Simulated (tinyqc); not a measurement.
Dielectric constant under pressure: Penn model of the dielectric constant and Phillips ionicity.

n = 32/a^3; Ep^2 = 8 pi c e2 n with c = hbar^2/2m0, e2 = e^2/(4 pi eps0); EF = c (3 pi^2 n)^(2/3); eps = 1 + (Ep/Eg)^2 S with S = 1 - Eg/(4 EF) + (Eg/(4 EF))^2/3, Eg the Penn gap. Core d shells are left out.

Phillips: bond length d = sqrt(3) a/4; homopolar gap Eh = 39.74 d^(-2.48) eV (d in angstrom); Eg^2 = Eh^2 + C^2; ionicity fi = C^2/Eg^2.

Constants: hbar^2/2m0 = 3.80998211 eV angstrom^2; e^2/(4 pi eps0) = 14.39964547 eV angstrom.

Inputs chosen for the exercise (out of a larger set: near those of Ge; not measured data): a = 5.661 angstrom (cubic lattice constant, 32 valence electrons a cell); C0 = 0 eV (ionic gap, held fixed).

The lattice constant is scaled by the factor listed; C = C0.

Results:
```
factor  Eh (eV)  Eg (eV)  Ep (eV)     eps     fi
0.94      5.014    5.014   17.112  11.559  0.000
0.96      4.759    4.759   16.580  12.015  0.000
0.98      4.522    4.522   16.075  12.481  0.000
0.99      4.409    4.409   15.832  12.717  0.000
1.00      4.301    4.301   15.595  12.956  0.000
1.01      4.196    4.196   15.364  13.197  0.000
1.02      4.095    4.095   15.139  13.440  0.000
1.04      3.902    3.902   14.704  13.934  0.000
```

d ln eps/d ln a = +1.85 around factor 1: eps falls under compression. Ep^2 goes as a^-3 and Eh^2 as a^-4.96; with C fixed Eg^2 goes as a^-4.96 at fi = 0.000, and leaving S aside the two powers balance at fi = 0.395. The slope is a difference of two powers and the model omits d shells and any change of C, so it is no prediction for a real crystal; eps from C0 (row 1.00) need not match a measured ei.

Program tinyqc; command `OMP_NUM_THREADS=1 python tinyqc.py 1650673 1650674 out.jsonl`; about 0.01 s on one thread of a shared Intel(R) Xeon(R) Processor @ 2.30GHz.
